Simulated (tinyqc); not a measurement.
# Van der Pauw, Hall and four-point-probe measurements on a doped layer, step by step

tinyqc, about 0.01 s, one thread, Intel Xeon 2.30GHz (shared host): `OMP_NUM_THREADS=1 python tinyqc.py 2850127 2850128 out.jsonl` Printed values are rounded.

A uniform p-type layer with sheet resistance Rs = 1/(q ns mu), point contacts, low field (mu B small).

Inputs (values chosen for the exercise):

| symbol | value | unit | meaning |
|---|---|---|---|
| ns | 1.7e14 | cm^-2 | sheet density of the layer |
| mu | 66 | cm^2/(V s) | drift mobility |
| rH | 1.1 |  | Hall factor |
| B | 0.55 | T | magnetic field |
| I | 10 | uA | current |
| ar | 1.16 |  | side ratio a/b of a rectangular sample with corner contacts |
| t | 99 | nm | thickness of the layer |

Constants: q = 1.602176634e-19 C. Results are converted to the units shown.

## Resistances and Hall voltage

Rs = 1/(q ns mu). For a rectangle with contacts at the corners, RA = (8 Rs/pi) sum_(k>=0) ln coth((2k + 1) pi a/(2 b)) with current along a short side b and voltage along the opposite one, RB the same with a and b exchanged; Hall voltage VH = rH B I/(q ns), negative for electrons.

Rs = 556.284 ohm/square
RA = 74.1286 ohm
RB = 189.957 ohm
VH = 0.0222124 mV

RB/RA = 2.56; for a square both equal Rs ln 2/pi = 123 ohm.

## Starting value

z = 2 ln 2/(pi (RA + RB)), exact for RA = RB.

z at the start = 1.67094 mS

## Iteration 1: new z

The van der Pauw equation exp(-pi RA z) + exp(-pi RB z) = 1 is solved for z = 1/Rs: e1 = exp(-pi RA z), e2 = exp(-pi RB z), f = e1 + e2 - 1, f' = -pi (RA e1 + RB e2), z(new) = z - f/f'.

e1 = 0.677645
e2 = 0.368925
f = 0.0465697
f' = -0.377974 kohm
z after iteration 1 = 1.79415 mS

## Iteration 2: new z

As before.

e1 = 0.658478
e2 = 0.342772
f = 0.00124955
f' = -0.357903 kohm
z after iteration 2 = 1.79764 mS

## Course of the iteration

Stop when the step is below 1e-10 mS, or after 40 iterations.

Course of the iteration:
```
iteration  z before the step (mS)  step (mS)
1                         1.67094      0.123
2                         1.79415    3.49e-3
3                         1.79764    2.69e-6
4                         1.79764   1.59e-12
```

Converged in 4 iterations.

## Sheet density, mobility and bulk values

converged z = 1.79764 mS

Rs = 1/z; Hall sheet density B I/(q |VH|); Hall mobility |VH|/(Rs B I); true values ns = rH times the Hall density, mu = Hall mobility/rH; bulk density ns/t, resistivity Rs t; correction factor F = Rs/[(pi/ln 2)(RA + RB)/2].

Rs = 556.284 ohm/square
Hall sheet density = 1.54545e14 cm^-2
Hall mobility = 72.6 cm^2/(V s)
ns = 1.7e14 cm^-2
mu = 66 cm^2/(V s)
bulk density = 1.71717e19 cm^-3
resistivity = 0.00550721 ohm cm
F = 0.929517

Taking the mean of RA and RB without F would overstate Rs by 7.6 %.
